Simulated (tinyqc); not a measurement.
What each parameter does: donor near an oxide interface in a gate field (two-state model).

Interface at z = 0 (hard wall), donor at z = d, field F pulling electrons to the interface: potential e F z; 1 kV/cm = 1e-5 eV/angstrom, c = hbar^2/2m0, q = e^2/(4 pi eps0), Q = (eps - eo)/(eps + eo). Donor state: E_D = e F d - ED - q Q/(4 eps d), the last term joining the images of ion and electron. Interface state: z exp(-b z/2) exp(-rho^2/(2 L^2)) with E_z = c b^2/(4 mz) + 3 e F/b + q Q b/(8 eps), minimised over b; in the plane at z = 3/b the ion (distance D = d - 3/b) and its image (D' = d + 3/b) give E_rho = c/(mt L^2) - (q/eps)(sqrt(pi)/L)[erfcx(D/L) + Q erfcx(D'/L)], erfcx(x) = exp(x^2) erfc(x), minimised over L. E_I = E_z + E_rho.

The two states couple by t = t0 exp(-D/aD) with t0 = q/(eps aD) (2 aD/L) sqrt(aD b/2) v, v a valley factor; this form is an estimate. With detuning u = E_D - E_I the splitting is sqrt(u^2 + 4 t^2) and the lower state has weight (1 - u/sqrt(u^2 + 4 t^2))/2 on the donor.

Constants: hbar^2/2m0 = 3.80998211 eV angstrom^2; e^2/(4 pi eps0) = 14.39964547 eV angstrom.

Inputs chosen for the exercise (near those of a donor in Si below SiO2, static dielectric constants; shifted at random, so the results belong to these values and not to a real crystal):
```
symbol  value  unit      meaning
d       130    angstrom  depth of the donor
ED      30.9   meV       bulk binding energy
mz      0.92   m0        mass across the interface
mt      0.189  m0        mass in the plane
eps     11.3             dielectric constant of the semiconductor
eo      3.9              dielectric constant of the oxide
aD      14.2   angstrom  donor radius
v       0.48             valley factor
```

Critical field (E_D = E_I), and t and L there.

Results for these values:
```
case  critical field (kV/cm)  t (meV)  L (angstrom)
base                    35.4   0.0207          92.4
```

What happens to each result for d = 145 angstrom, all else kept?

Answer: critical field falls from 35.4 to 31.1; t falls from 0.0207 to 0.00754; L rises from 92.4 to 100.1.

The same for each parameter in turn:
```
case                critical field (kV/cm)  t (meV)  L (angstrom)
base                                  35.4   0.0207          92.4
d = 145 angstrom                      31.1  0.00754         100.1
ED = 36.9 meV                         42.4   0.0173          93.7
aD = 15.6 angstrom                    35.4   0.0375          92.4
mz = 0.782 m0                         36.3   0.0226          91.7
mt = 0.217 m0                         35.0   0.0221          87.5
eo = 5.8                              34.2   0.0186          94.7
eps = 12                              36.1   0.0186          94.6
```

Program tinyqc; command `OMP_NUM_THREADS=1 python tinyqc.py 1251439 1251440 out.jsonl`; about 0.04 s on one thread of a shared Intel(R) Xeon(R) Processor @ 2.30GHz.
